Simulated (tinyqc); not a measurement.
Inside a calculation. Method: tight binding, honeycomb lattice. One step of it, computed by the program tinyqc.

Task: Levels at k. Diagonalise the Hermitian matrix.

H(k) at k (eV):
```
                     A                    B
A             0.870000  -0.731960-1.473324i
B  -0.731960+1.473324i            -0.870000
```

Give: eigenvalues; weights |c|^2 of the basis functions.

Result:

eigenvalues (eV): -1.8610  1.8610

weights |c|^2 of the basis functions:
```
   band 1  band 2
A  0.2663  0.7337
B  0.7337  0.2663
```
